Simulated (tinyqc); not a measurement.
From results back to parameters: optical gain and spontaneous emission in a bulk direct-gap semiconductor. Three cases, with inputs chosen for the exercise.

Problem. The gain spectrum crosses zero at E0 = Eg + Fc + Fv; n = p is hidden.

F_j(eta) = (1/Gamma(j + 1)) integral_0^infinity x^j dx/(1 + exp(x - eta)), which tends to exp(eta) for eta << 0.

Quasi-Fermi levels: n = Nc F_1/2(Fc/kT) and p = Nv F_1/2(Fv/kT), Fc counted up from the conduction edge and Fv down from the valence edge; Nc, Nv from N = 2 (m kB T/(4 pi c))^(3/2) with c = hbar^2/2m0, in 1/angstrom^3; times 1e24 for 1/cm^3, with me and (mhh^(3/2) + mlh^(3/2))^(2/3).

Constants: hbar^2/2m0 = 3.80998211 eV angstrom^2; kB = 8.617333262e-05 eV/K.

Find: Fc; Fv; n.

Method. Fc + Fv rises steadily with n, so one n gives E0 - Eg; solve by bisection on ln n.

Case 1.

Values chosen (near those of InGaAs; not measured data): Eg = 0.757 eV (direct gap); me = 0.042 m0 (electron mass); mhh = 0.45 m0 (heavy-hole mass); mlh = 0.0496 m0 (light-hole mass); T = 200 K.

E0 = 0.79779 eV

Solution.

Fc = 0.069 eV
Fv = -0.028 eV
n = 7.7e+17 1/cm^3

Case 2.

Values chosen (near those of GaAs; not measured data): Eg = 1.46 eV (direct gap); me = 0.0692 m0 (electron mass); mhh = 0.481 m0 (heavy-hole mass); mlh = 0.0827 m0 (light-hole mass); T = 200 K.

E0 = 1.50663 eV

Solution.

Fc = 0.065 eV
Fv = -0.018 eV
n = 1.5e+18 1/cm^3

Case 3.

Values chosen (near those of InP; not measured data): Eg = 1.354 eV (direct gap); me = 0.0775 m0 (electron mass); mhh = 0.611 m0 (heavy-hole mass); mlh = 0.093 m0 (light-hole mass); T = 200 K.

E0 = 1.38613 eV

Solution.

Fc = 0.057 eV
Fv = -0.025 eV
n = 1.5e+18 1/cm^3

Computed by tinyqc, one run a case: `OMP_NUM_THREADS=1 python tinyqc.py N N+1 out.jsonl` with N = 1652371, 1652398, 1652401; one thread of a shared Intel(R) Xeon(R) Processor @ 2.30GHz, about 0.09 s a run at most.
